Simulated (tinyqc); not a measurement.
Landau-Devonshire theory of a uniaxial ferroelectric: one step, computed by the program tinyqc.

G(P) = (alpha/2) P^2 + (beta*/4) P^4 + (gamma/6) P^6 - E P per volume, SI units, one domain, P along the polar axis.

Task: A capacitor with imperfect screening. Between shorted electrodes with screening length lambda each, the depolarising field is -k P, k = 2 lambda/(eps_0 (d + 2 lambda eps_b)), so alpha turns into alpha + k. Ps^2 = [-beta* + sqrt(beta*^2 - 4 alpha gamma)]/(2 gamma). The polar state is the lowest uniform state while alpha + k < 0 (beta* > 0) or < 3 beta*^2/(16 gamma) (beta* < 0); setting the equality gives the critical thickness d_c.

Inputs (values chosen for the exercise, for a model ferroelectric):

| quantity | value | unit |
|---|---|---|
| Curie-Weiss temperature T0 | 500 | K |
| temperature T | 396 | K |
| film thickness d | 23 | nm |
| screening length lambda | 0.004 | nm |
| background permittivity eps_b | 7 | - |

Sample: free crystal.

alpha = -2.485600e+07 J m/C^2

beta* = 6.46e+08 J m^5/C^4

Constants: eps_0 = 8.8541878128e-12 F/m.

Give: depolarising coefficient k; polarisation of the film; size of the depolarising field; critical thickness d_c.

Result:

depolarising coefficient k = 3.9188e+07 J m/C^2

polarisation of the film = 0 microcoulomb/cm^2

size of the depolarising field = 0 MV/m

critical thickness d_c = 36.294 nm

The film is thinner than d_c, so the uniform polar state is not the lowest one; a real film may break into domains or be non-polar.
